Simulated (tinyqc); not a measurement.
A ladder of methods, and size consistency: correlation methods against full CI in the sto-3g basis, for BeH2, spin multiplicity 1. Computed by the program tinyqc with PySCF. All electrons correlated; +Q is the Davidson correction (1 - c0^2) E_corr. The last columns treat two copies 100 angstrom apart as one system. FCI is the lowest singlet.

Geometry (angstrom):
```
atom       x        y       z
Be    0.0000   0.0000  0.0000
H     0.0000   1.4530  0.1420
H     0.0000  -1.3970  0.1360
```

RHF energy of one = -15.545516 hartree

Correlation energies (hartree):
```
method   E_corr of one  share of FCI (%)  E_corr of two at 100 angstrom  two minus twice one (mhartree)
MP2           -0.02593            64.727                       -0.05186                           0.000
CISD          -0.03905            97.468                       -0.07575                           2.347
CISD+Q        -0.04030           100.589                       -0.08016                           0.436
CCSD          -0.03956            98.757                       -0.07913                           0.000
CCSD(T)       -0.03983            99.411                       -0.07965                           0.000
FCI           -0.04006           100.000                              -                               -
```

What does the comparison show, and why?

MP2 recovers 65 %, CISD 97.5 % and CCSD 98.8 % of the FCI value (c0^2 = 0.968 in CISD). MP2 and coupled cluster are size consistent, so their last column vanishes; CISD loses 2.35 mhartree, since a double excitation on each copy is a quadruple of the pair, and the Davidson correction leaves +0.44.
